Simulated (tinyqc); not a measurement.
Undoped gate-all-around wire MOSFET, analytic charge model: effect of the wire radius.

An undoped round wire of radius R under an insulator shell and a surrounding gate; long channel, electrons only, n = ni exp((psi - V)/Vt) with V the quasi-Fermi potential (0 at the source, Vd at the drain), constant mobility, no quantisation. The radial Poisson equation gives n(r) = n(0)/(1 - (1 - b) r^2/R^2)^2 with b = Q0/(Q + Q0). Q is the electron charge per area of the wire surface.

ni = sqrt(Nc Nv) exp(-Eg/(2 Vt)), Eg in volts; Cox = eps0 eox/(R ln(1 + tox/R)); Q0 = 4 eps0 eps_r Vt/R; V0 = dphi + Vt ln[8 eps0 eps_r Vt/(q ni R^2)]. Q solves Vg - V0 - V = Q/Cox + Vt ln(Q/Q0) + Vt ln(1 + Q/Q0). I = mu (2 pi R/L)[2 Vt (Qs - Qd) + (Qs^2 - Qd^2)/(2 Cox) + Vt Q0 ln((Qd + Q0)/(Qs + Q0))], with Qs at V = 0 and Qd at V = Vd.  I(low) is taken at Vg = 0.33 V, Qs and I(high) at Vg = 1.08 V.

Inputs (values chosen for the exercise); material values close to those of silicon:
- T = 400 K (temperature)
- Eg = 1.13 eV (band gap)
- eps_r = 11.8 (relative permittivity of the semiconductor)
- Nc = 4.26e19 cm^-3 (conduction-band density of states at T)
- Nv = 4.08e19 cm^-3 (valence-band density of states at T)
- eox = 3.86 (relative permittivity of the gate insulator)
- tox = 2.6 nm (insulator thickness)
- dphi = 0.12 V (gate work function less that of the intrinsic body)
- mu = 130 cm^2/(V s) (channel mobility)
- L = 0.1 um (gate length)
- Vd = 0.5 V (drain voltage)

Constants: q = 1.602176634e-19 C, kB = 1.380649e-23 J/K, Vt = kB T/q, eps0 = 8.8541878128e-14 F/cm where lengths are in cm. Results are converted to the units shown.

Results:
```
R (nm)  V0 (V)  I(low) (nA)  Qs(high) (nC/cm^2)  I(high) (uA)
3.3     0.6531      0.03446               676.5         4.303
4.7     0.6287      0.06989               639.3         5.921
6.5     0.6063       0.1336               613.8         8.000
9.1     0.5831       0.2618               594.1         11.00
13      0.5586       0.5339               578.9         15.52
25      0.5135        1.968               561.3         29.43
```

Estimate the missing row, R = 18 nm.

Computed row:
```
R (nm)  V0 (V)  I(low) (nA)  Qs(high) (nC/cm^2)  I(high) (uA)
18      0.5361        1.022               568.8         21.31
```

With this row back in the table: As R goes from 3.3 to 25 nm, I(low) rises from 0.0345 to 1.97 nA and I(high) rises from 4.30 to 29.4 uA. On average I(low) goes as R^(2.00) and I(high) goes as R^(0.95). Below threshold the charge is proportional to the cross-section of the body; above it the insulator sets the charge. In every row the surface density at the source at the higher gate voltage passes 0.3 Nc, where Boltzmann statistics fail. In every row mu V/L at the higher gate voltage, with V the smaller of Vd and Vg - V0, passes 3e6 cm/s, so velocity saturation would lower the current. For R = 18 to 25 nm L is under three scale lengths of this cross-section, so short-channel effects, left out here, would raise the subthreshold current. For R = 3.3 to 4.7 nm the body is thin enough for quantum confinement, left out here, to raise the threshold.

Computed by the program tinyqc: `OMP_NUM_THREADS=1 python tinyqc.py 2460128 2460129 out.jsonl`, one thread of a shared Intel Xeon 2.30GHz, about 0.03 s for the whole run.
